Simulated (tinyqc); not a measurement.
Worked calculation: UHF in the sto-6g basis, for H4, spin multiplicity 1. One step of it, computed by the program tinyqc.

Question. Iteration 1: building the Fock matrix. J_ij = sum D_kl (ij|kl) with D = D(alpha) + D(beta), K_ij = sum D_kl (ik|jl) for each spin; F = H + J - K(s); E = tr D H + tr D J / 2 - 0.5 sum_s tr D(s) K(s) + E_nn.

D(alpha) at the start, lower triangle:
```
,1H 1s,2H 1s,3H 1s,4H 1s
1H 1s,0.524485
2H 1s,0.307571,0.291156
3H 1s,-0.239620,0.103958,0.648959
4H 1s,0.042732,0.142759,0.240205,0.128524
```

D(beta) at the start, lower triangle:
```
,1H 1s,2H 1s,3H 1s,4H 1s
1H 1s,0.128524
2H 1s,0.240205,0.648959
3H 1s,0.142759,0.103958,0.291156
4H 1s,0.042732,-0.239620,0.307571,0.524485
```

core Hamiltonian H = T + V (hartree), lower triangle:
```
,1H 1s,2H 1s,3H 1s,4H 1s
1H 1s,-1.146103
2H 1s,-0.581717,-1.267247
3H 1s,-0.013759,-0.120261,-1.267247
4H 1s,-0.001124,-0.013759,-0.581717,-1.146103
```

Two-electron integrals (ij|kl) in chemists' order, unique and non-zero (hartree):
```
i,j,k,l,(ij|kl)
1,1,1,1,0.774999
2,1,1,1,0.206377
2,1,2,1,0.077179
2,2,1,1,0.402056
2,2,2,1,0.206377
2,2,2,2,0.774999
3,1,1,1,0.002559
3,1,2,1,0.001103
3,1,2,2,0.003615
3,1,3,1,0.000024
3,2,1,1,0.017203
3,2,2,1,0.008377
3,2,2,2,0.032267
3,2,3,1,0.000240
3,2,3,2,0.002683
3,3,1,1,0.149189
3,3,2,1,0.065631
3,3,2,2,0.231000
3,3,3,1,0.002559
3,3,3,2,0.032267
3,3,3,3,0.774999
4,1,1,1,0.000149
4,1,2,1,0.000067
4,1,2,2,0.000230
4,1,3,1,1.69e-06
4,1,3,2,0.000018
4,1,3,3,0.000230
4,1,4,1,1.27e-07
4,2,1,1,0.001472
4,2,2,1,0.000688
4,2,2,2,0.002559
4,2,3,1,0.000021
4,2,3,2,0.000240
4,2,3,3,0.003615
4,2,4,1,1.69e-06
4,2,4,2,0.000024
4,3,1,1,0.045636
4,3,2,1,0.019426
4,3,2,2,0.065631
4,3,3,1,0.000688
4,3,3,2,0.008377
4,3,3,3,0.206377
4,3,4,1,0.000067
4,3,4,2,0.001103
4,3,4,3,0.077179
4,4,1,1,0.110108
4,4,2,1,0.045636
4,4,2,2,0.149189
4,4,3,1,0.001472
4,4,3,2,0.017203
4,4,3,3,0.402056
4,4,4,1,0.000149
4,4,4,2,0.002559
4,4,4,3,0.206377
4,4,4,4,0.774999
```

nuclear repulsion = 1.48040252 hartree

Give: Coulomb J; exchange K(alpha); exchange K(beta); F(alpha); F(beta); total energy of this density.

Answer.

Coulomb J (hartree), lower triangle:
```
,1H 1s,2H 1s,3H 1s,4H 1s
1H 1s,1.3787
2H 1s,0.5293,1.6160
3H 1s,0.0105,0.1025,1.6160
4H 1s,0.0008,0.0105,0.5293,1.3787
```

exchange K(alpha) (hartree), lower triangle:
```
,1H 1s,2H 1s,3H 1s,4H 1s
1H 1s,0.5549
2H 1s,0.3130,0.3984
3H 1s,-0.0129,0.0564,0.6209
4H 1s,0.0039,0.0367,0.2794,0.2498
```

exchange K(beta) (hartree), lower triangle:
```
,1H 1s,2H 1s,3H 1s,4H 1s
1H 1s,0.2498
2H 1s,0.2794,0.6209
3H 1s,0.0367,0.0564,0.3984
4H 1s,0.0039,-0.0129,0.3130,0.5549
```

F(alpha) (hartree), lower triangle:
```
,1H 1s,2H 1s,3H 1s,4H 1s
1H 1s,-0.3223
2H 1s,-0.3654,-0.0497
3H 1s,0.0096,-0.0741,-0.2721
4H 1s,-0.0042,-0.0399,-0.3318,-0.0172
```

F(beta) (hartree), lower triangle:
```
,1H 1s,2H 1s,3H 1s,4H 1s
1H 1s,-0.0172
2H 1s,-0.3318,-0.2721
3H 1s,-0.0399,-0.0741,-0.0497
4H 1s,-0.0042,0.0096,-0.3654,-0.3223
```

total energy of this density = -1.897410 hartree
